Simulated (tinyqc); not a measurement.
How errors in the targets pass to the parameters: fitting sp3s* parameters to three gaps by Newton steps.

J:
```
            Vss     Vxapc     Vpaxc
Gamma  -0.85349   0.00000   0.00000
X       0.00000  -0.87955   0.00000
L      -0.17382  -0.25309  -0.14000
```

The gaps at Gamma, X and L of an sp3s* model are fitted with Vss, Vxapc and Vpaxc; J holds the derivatives of the gaps by these parameters at the start. The change of each parameter for +10 meV on one target is 10 J^-1, in meV.

Shifts (meV):
```
target raised    Vss  Vxapc  Vpaxc
Gamma          -11.7    0.0   14.5
X                0.0  -11.4   20.6
L                0.0    0.0  -71.4
```

root sum of squares (meV): Vss 11.7, Vxapc 11.4, Vpaxc 75.7

What can be read from this table?

Independent errors of 10 meV leave Vpaxc least certain (76 meV) and Vxapc best fixed (11.4 meV, level with Vss). The largest single entry, 71 meV, comes from the target at L.

Run: tinyqc, `OMP_NUM_THREADS=1 python tinyqc.py 1482399 1482400 out.jsonl`; Intel(R) Xeon(R) Processor @ 2.30GHz, one thread, shared host; about 0.1 s of CPU time with all checks.
